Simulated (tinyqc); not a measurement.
Read current of a NAND string, cells in series solved by shooting: one step of the calculation.

Cells in series, numbered from 0 at the source line (0 V) to the bit line, each followed by a gap resistance Rg. A cell with gate Vg, threshold VT, source Vs and drain Vd passes I = 2 nf K Vt^2 [F(Vs) - F(Vd)]/(1 + th max(Vg - VT, 0)), F(V) = ln^2(1 + exp((Vg - VT - nf V)/(2 nf Vt))). The selected cell has Vg = Vr, the others Vg = Vp.

Task. Node voltages for a trial current. For a trial current I start at 0 V and, cell by cell (the selected one is cell 3), solve for the drain: sqrt(F(Vd)) = sqrt(F(Vs) - I/k), k = 2 nf K Vt^2/(1 + th max(Vg - VT, 0)), Vd = [Vg - VT - 2 nf Vt ln(exp(sqrt F) - 1)]/nf, then add I Rg.

Values chosen for this exercise; values of the order met in vertical NAND strings: temperature T = 358 K; gain factor of a cell K = 4.8 uA/V^2; slope factor nf = 1.9; mobility reduction factor th = 0.18 1/V; resistance of the gap between cells Rg = 9 kohm; bit-line voltage Vbl = 0.5 V; pass voltage Vp = 7 V; read voltage on the selected word line Vr = 3.65 V.

Constants: q = 1.602176634e-19 C, kB = 1.380649e-23 J/K, Vt = kB T/q. Results are converted to the units shown.

first trial current = 0.66 uA
thresholds from the source end, cell 0 to 3 (V): -2.1  -2.1  4.3  2.1

Find: node voltage after each cell and gap, trial 1.

Result.

node voltage after each cell and gap, trial 1, cell 0 to 3 (V): 0.04597  0.09233  0.1818  0.3562

tinyqc, about 0.4 s, one thread, Intel Xeon 2.30GHz (shared host): `OMP_NUM_THREADS=1 python tinyqc.py 2142057 2142058 out.jsonl`
